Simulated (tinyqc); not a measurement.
Inputs raised by 5 %, one at a time: precursor delivery by bubblers, mass-transport growth and the solid composition of a III-V alloy. Computed by tinyqc, a small Python program. Command: `OMP_NUM_THREADS=1 python tinyqc.py 3030160 3030161 out.jsonl movpe_thermo sens`. One thread of a shared host (Intel(R) Xeon(R) Processor @ 2.30GHz), about 0.02 s of CPU time with the checks.

1 sccm = 44.615 micromol/min; 1 torr = 133.322 Pa. The sources decompose fully at the surface.

Inputs (values chosen for the exercise, modelled on trimethylgallium (source 1) and trimethylindium (source 2) for the vapour pressures):
```
quantity                                                                                                  value        unit
bath temperature T1                                                                                         273           K
bath temperature T2                                                                                         292           K
bubbler pressure p_b                                                                                        760        torr
carrier flow F1                                                                                              31        sccm
carrier flow F2                                                                                             180        sccm
total flow F_t                                                                                               22         slm
group-V flow F_V                                                                                             30        sccm
reactor pressure p                                                                                          100        torr
growth temperature T                                                                                       1020           K
diffusivity at 273 K and 760 torr                                                                          0.43      cm^2/s
flow cross-section A                                                                                         16        cm^2
distance from the leading edge z                                                                              4          cm
lattice constant a                                                                                         5.52    angstrom
interaction L0 of the solid                                                                                  20      kJ/mol
log10 of p_B,eq over pure BC at 1000 K and 1 torr of group V (exaggerated: liquid indium has about -4.1)   -3.5  log10 torr
enthalpy of that equilibrium H                                                                              303      kJ/mol
```

Alloy: mixing on the group-III sites, with desorption of B.

constants a, b of source 1 (log10 torr, K): 8.088  1703

constants a, b of source 2 (log10 torr, K): 10.49  3014

Constants: k_B = 1.380649e-23 J/K; R = 8.314462618 J/(mol K).

Method:
- log10 p_v = a - b/T_bath; molar flow = F x 44.615 x p_v/(p_b - p_v) for a saturated bubbler.
- p_i = p n_i/(44615 F_t), F_t in slm; p_V = p F_V/(1000 F_t), counted per molecule supplied; V/III = 44.615 F_V/(n1 + n2); vapour fraction of source 2 = n2/(n1 + n2).
- Mean velocity u = (F_t/A)(760/p)(T/273); D = D0 (T/273)^1.75 (760/p); boundary layer delta = sqrt(pi D z/u); flux = D dp/(delta k_B T); growth rate = flux x a^3/4.
- A sticks fully. B desorbs: its surface pressure is p_B* = x gamma_B K/sqrt(p_V), ln gamma_B = L0 (1 - x)^2/(R T), K = 10^(log10 K at 1000 K) exp[-(H/R)(1/T - 1/1000)], p_V in torr. With equal diffusivities x = (p_2 - p_B*)/(p_1 + p_2 - p_B*). Growth rate = rate per torr x p_1/(1 - x).

Runs; columns: (1) input moved; (2) from; (3) to; (4) molar flow 1 (micromol/min); (5) vapour fraction of source 2; (6) growth rate (micrometre/h); (7) share of B incorporated, 1 - p_B*/p_2:
```
(1)                                    (2)    (3)     (4)      (5)     (6)      (7)
base run                                 -      -  142.03  0.09891   9.030  0.51354
bath temperature T2 (K)                292  306.6  142.03  0.25473  10.548  0.68437
carrier flow F1 (sccm)                  31  32.55  149.13  0.09465   9.467  0.52371
carrier flow F2 (sccm)                 180    189  142.03  0.10335   9.058  0.51758
total flow F_t (slm)                    22   23.1  142.03  0.09891   8.793  0.49236
group-V flow F_V (sccm)                 30   31.5  142.03  0.09891   9.037  0.52058
reactor pressure p (torr)              100    105  142.03  0.09891   9.050  0.53464
distance from the leading edge z (cm)    4    4.2  142.03  0.09891   8.813  0.51354
```

Exponents ln(y'/y) / ln(x'/x):
```
input                             molar flow 1  vapour fraction of source 2  growth rate  share of B incorporated, 1 - p_B*/p_2
bath temperature T2                          0                       19.389        3.184                                  5.886
carrier flow F1                              1                       -0.903        0.969                                  0.402
carrier flow F2                              0                        0.899        0.064                                  0.161
total flow F_t                               0                        0.000       -0.545                                 -0.863
group-V flow F_V                             0                        0.000        0.015                                  0.279
reactor pressure p                           0                        0.000        0.045                                  0.825
distance from the leading edge z             0                        0.000       -0.500                                  0.000
```

Among the inputs moved here: molar flow 1 answers most in size to carrier flow F1 (exponent +1.000); its exponent is below 0.0005 for bath temperature T2, carrier flow F2, total flow F_t, group-V flow F_V, reactor pressure p, distance from the leading edge z. Vapour fraction of source 2 answers most in size to bath temperature T2 (exponent +19.389), next to carrier flow F1 (-0.903); its exponent is below 0.0005 for total flow F_t, group-V flow F_V, reactor pressure p, distance from the leading edge z. Growth rate answers most in size to bath temperature T2 (exponent +3.184), next to carrier flow F1 (+0.969). Its exponent +0.015 in group-V flow F_V: group III limits the rate. Its exponent -0.500 in distance from the leading edge z: the boundary layer grows as sqrt(z). Share of B incorporated, 1 - p_B*/p_2 answers most in size to bath temperature T2 (exponent +5.886), next to total flow F_t (-0.863); its exponent is below 0.0005 for distance from the leading edge z.

Caution (all rows): so low a V/III ratio is near the limit of smooth growth.
